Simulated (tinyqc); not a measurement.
Inside a calculation. Method: MP2 on RHF in the sto-3g basis, for H2, spin multiplicity 1. One step of it, computed by the program tinyqc.

Question. Integrals over molecular orbitals. (pq|rs) = sum C_ip C_jq C_kr C_ls (ij|kl), one index at a time.

coefficients C:
```
            MO1        MO2
1H 1s  0.591801   0.934652
2H 1s  0.591801  -0.934652
```

core Hamiltonian H = T + V (hartree):
```
           1H 1s      2H 1s
1H 1s  -0.929256  -0.574688
2H 1s  -0.574688  -0.929256
```

Two-electron integrals (ij|kl) in chemists' order, unique and non-zero (hartree):
```
(11|11) 0.774606   (21|11) 0.256603   (21|21) 0.113579   (22|11) 0.440143
(22|21) 0.256603   (22|22) 0.774606
```

Give: one-electron integrals over orbitals h = C^T H C; Two-electron integrals over orbitals.

Answer.

one-electron integrals over orbitals h = C^T H C (hartree):
```
         1        2
1  -1.0534   0.0000
2   0.0000  -0.6195
```

Two-electron integrals over orbitals (pq|rs), unique and non-zero (hartree):
```
(11|11) 0.6055   (21|21) 0.2047   (22|11) 0.6043   (22|22) 0.6342
```
